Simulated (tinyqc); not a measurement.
Ion implantation: universal nuclear stopping, Lindhard-Scharff electronic stopping and a Gaussian range profile: one step, computed by the program tinyqc.

An ion slows by elastic collisions with screened nuclei and by friction with electrons; channelling is ignored and the target is uniform.

Problem. Stopping at the entry energy. Reduced energy eps = 32.53 M2 E/(Z1 Z2 (M1 + M2)(Z1^0.23 + Z2^0.23)), E in keV; s_n = ln(1 + 1.1383 eps)/(2 (eps + 0.01321 eps^0.21226 + 0.19593 eps^0.5)) for eps up to 30 and ln(eps)/(2 eps) above; S_n = 8.462 Z1 Z2 M1 s_n/((M1 + M2)(Z1^0.23 + Z2^0.23)) in 1e-15 eV cm^2. S_e = k 3.83 Z1^(7/6) Z2/(Z1^(2/3) + Z2^(2/3))^(3/2) sqrt(E/M1) in 1e-15 eV cm^2, E in keV. dE/dx = N (S_n + S_e); 1e-15 eV cm^2 = 0.1 eV nm^2.

Inputs (values chosen for the exercise, modelled on boron ions in copper):

| quantity | value | unit |
|---|---|---|
| ion atomic number Z1 | 5 | - |
| ion mass M1 | 11 | u |
| target atomic number Z2 | 29 | - |
| target mass M2 | 63.55 | u |
| target density N | 84.9 | 1/nm^3 |
| ion energy E | 13 | keV |
| scale factor of electronic stopping k | 1.3 | - |

Give: reduced energy eps; s_n; S_n; S_e; energy loss dE/dx.

Solution.

reduced energy eps = 0.6873

s_n = 0.3353

S_n = 16.78 x 1e-15 eV cm^2

S_e = 23.61 x 1e-15 eV cm^2

energy loss dE/dx = 342.9 eV/nm

Electronic stopping carries 58 % of the loss at entry.
